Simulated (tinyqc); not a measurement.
## Channel resistance from two points of the on-state curve

Inverse problem. In the p-i-n model Von = V1 + 2 Vt ln(J/(1 A/cm^2)) + J Rch, with V1 independent of J. Find Rch and V1.

Inputs (values chosen for the exercise):
```
symbol  value  unit      meaning
T         300     K  temperature
```

Constants: q = 1.602176634e-19 C, kB = 1.380649e-23 J/K, Vt = kB T/q. Results are converted to the units shown.

Von at J = 150 and 450 A/cm^2 (V): [1.0799020, 1.3797046]

Solution. Remove the logarithmic junction term; the rest is linear in J.

Rch = 0.810 mohm cm^2
V1 = 0.699 V

Computed by the program tinyqc: `OMP_NUM_THREADS=1 python tinyqc.py 2590040 2590041 out.jsonl`, one thread of a shared Intel Xeon 2.30GHz, about 0.01 s for the whole run.
